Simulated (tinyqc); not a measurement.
## Trap density from one capacitance

Inverse problem. Traps spread evenly through the insulator exchange electrons with the semiconductor by tunnelling, with tau(x) = t0 exp(2 ka x) at depth x from the interface. The admittance per area Y seen at depth x obeys dY/dx = -Y^2/(i w eps0 eox) + q Nb ln(1 + i w tau)/tau, with Y(0) = i w Cs and w = 2 pi f; the gate sees Y(tox) = G + i w C. Working variable y = Y/(i w), in uF/cm^2. Cox = eps0 eox/tox. Find Nb and G/w.

Inputs (values chosen for the exercise): relative permittivity of the insulator eox = 3.78; insulator thickness tox = 3.8 nm; semiconductor capacitance in accumulation Cs = 3.4 uF/cm^2; decay constant of the wave function in the insulator ka = 6 1/nm; time constant of a trap at the interface t0 = 4e-11 s; frequency f = 1000 Hz.

Constants: q = 1.602176634e-19 C, eps0 = 8.8541878128e-14 F/cm where lengths are in cm. Results are converted to the units shown.

C = 0.70851242 uF/cm^2

Solution. C rises steadily with Nb, so one density matches; in practice ka and t0 must come from the frequency dependence.

Nb = 3.300e18 cm^-3 eV^-1
G/w = 0.001611 uF/cm^2

Program tinyqc, `OMP_NUM_THREADS=1 python tinyqc.py 2202222 2202223 out.jsonl`; Intel Xeon 2.30GHz, shared host, one thread, about 0.4 s.
